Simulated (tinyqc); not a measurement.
Bandgap voltage reference from two bipolar transistors: one step of the calculation.

Two transistors of area 1 and N carry the same current I. Is(T) = Is (T/T0)^eta exp[(Vg0 q/kB)(1/T0 - 1/T)], VBE1 = Vt ln(I/Is(T)) + I rb, VBE2 = Vt ln(I/(N Is(T))) + I rb/N. The amplifier forces I R1(T) = VBE1 - VBE2 + Vos, with R(T) = R (1 + tc (T - T0)) for both resistors, and the output is Vref = VBE1 + I R2(T). Base currents and the Early effect are neglected.

Problem. Operating point at another temperature. Vt = kB T/q; I = (Vt ln N + Vos)/(R1(T) - rb (1 - 1/N)).

Values chosen for this exercise; values of the order met in silicon bipolar transistors:
```
symbol,value,unit,meaning
T0,300,K,reference temperature
Vg0,1.146,V,band-gap voltage extrapolated to 0 K
eta,4.1,,temperature exponent of the saturation current
Is,1.3e-17,A,saturation current of the unit transistor at T0
N,4,,area ratio of the second transistor
R1,2.4,kohm,"resistor across which the difference of VBE falls, at T0"
tc,0,ppm/K,temperature coefficient of both resistors
Vos,0,mV,offset of the amplifier
rb,0,ohm,series resistance of the unit transistor
R2,32.33,kohm,output resistor at T0
T,253,K,temperature
```

Constants: q = 1.602176634e-19 C, kB = 1.380649e-23 J/K. Results are converted to the units shown.

Find: Vt; I; Is(T); VBE1; I R2; Vref.

Solution.

Vt = 0.021802 V
I = 12.593 uA
Is(T) = 1.7143e-21 A
VBE1 = 0.79649 V
I R2 = 0.40714 V
Vref = 1.2036 V

From T0 to T, VBE1 changes by 78.6 mV and I R2 by -75.6 mV, which leaves 2.95 mV in Vref.

Program tinyqc, `OMP_NUM_THREADS=1 python tinyqc.py 2062164 2062165 out.jsonl`; Intel Xeon 2.30GHz, shared host, one thread, about 0.02 s.
